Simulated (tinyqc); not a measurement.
Lateral field, substrate current, probability of reaching the oxide barrier and hot-carrier lifetime of a silicon transistor (pseudo-two-dimensional and lucky-electron models): one step, computed by the program tinyqc.

Local-field models: a lucky carrier gains its energy at the peak field over a path free of collisions. Voltages are magnitudes.

Question. Hot-carrier currents and lifetime. C_ox = 3.9 eps_0/t; F_sat = 2 v_s/mu; V_Dsat = V_ov F_sat L/(V_ov + F_sat L), V_ov = V_G - V_T; I_D/W = C_ox v_s (V_ov - V_Dsat). Scale length l = 0.22 t^(1/3) x_j^(1/2) (all in cm); F_m = sqrt(((V_D - V_Dsat)/l_e)^2 + F_sat^2), with l_e = l + L_n; length of the velocity-saturated region l_e ln((V_D - V_Dsat)/(l_e F_sat) + F_m/F_sat). Substrate current I_sub/I_D = (A_i/B_i)(V_D - V_Dsat) exp(-B_i/F_m); probability of reaching the oxide barrier exp(-phi_b/(e lambda F_m)); lifetime tau = (H/(I_D/W)) exp(phi_it/(e lambda F_m)).

Inputs (values chosen for the exercise, modelled on a silicon n-channel):
```
quantity                              value                      unit
channel length L                        580                        nm
oxide thickness t                        11                        nm
junction depth x_j                      110                        nm
mobility mu                             370                cm^2/(V s)
saturation velocity v_s                0.85                  1e7 cm/s
threshold voltage V_T                  0.38                         V
gate voltage V_G                        2.2                         V
drain voltage V_D                         6                         V
ionisation prefactor A_i              2e+06                      1/cm
ionisation field B_i                   1.65                     MV/cm
hot-carrier mean free path lambda       8.3                        nm
oxide barrier phi_b                     3.1                        eV
interface-trap threshold phi_it         3.8                        eV
lifetime constant H                      50  s microampere/micrometre
length of the depleted extension L_n     80                        nm
```

Drain: lightly doped extension.

Constants: eps_0 = 8.8541878128e-12 F/m.

Give: I_sub/I_D; substrate current I_sub/W; probability of reaching phi_b; lifetime tau; exponent m = phi_it/(e lambda B_i).

Answer.

I_sub/I_D = 0.034353

substrate current I_sub/W = 6.7701 microampere/micrometre

probability of reaching phi_b = 8.5280e-06

lifetime tau = 4.1509e+05 s

exponent m = phi_it/(e lambda B_i) = 2.7747

Since both exponentials depend on 1/F_m, tau I_D scales about as (I_sub/I_D)^(-m) with m = 2.77, which lets I_sub serve as the monitor. The lifetime is 0.00132 times ten years (3.156e8 s).
